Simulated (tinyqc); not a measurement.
Minority-electron transport through the base of a bipolar transistor (Moll-Ross and Kroemer integrals): one step, computed by the program tinyqc.

Low injection, one dimension, x from the emitter edge (0) to the collector edge (W), s = x/W. Recombination is treated as a small correction (valid for tau_B well below tau_n), computed from the stored charge.

Problem. Profile and built-in field. N(x) = N_0; n_i(x) = n_i; D(x) = (k_B T/e) mu, mu = mu_min + (mu_max - mu_min)/(1 + (N/N_ref)^0.7). Field that drives electrons towards the collector, averaged over the base: (k_B T/e) ln[N_0 n_i(W)^2/(N(W) n_i^2)]/W.

Inputs (values chosen for the exercise, modelled on GaAs):
```
quantity                               value        unit
base doping at the emitter edge N_0  1.2e+18      1/cm^3
base width W                              47          nm
mu_min                                  1300  cm^2/(V s)
mu_max                                  6670  cm^2/(V s)
N_ref                                2.7e+17      1/cm^3
temperature T                            300           K
```

Base doping profile: uniform. Gap grading: none. Exit of the base: saturation velocity.

Constants: k_B = 8.617333262e-05 eV/K.

Give: Across the base; drift factor eta (potential drop in k_B T/e); mean built-in field.

Solution.

Across the base:
```
s    N (1/cm^3)  n_i(x)^2/n_i^2  D (cm^2/s)  y (s/cm^5)
0.0    1.20e+18               1       69.75   1.720e+16
0.2    1.20e+18               1       69.75   1.720e+16
0.4    1.20e+18               1       69.75   1.720e+16
0.6    1.20e+18               1       69.75   1.720e+16
0.8    1.20e+18               1       69.75   1.720e+16
1.0    1.20e+18               1       69.75   1.720e+16
```

drift factor eta (potential drop in k_B T/e) = 0

mean built-in field = 0 kV/cm
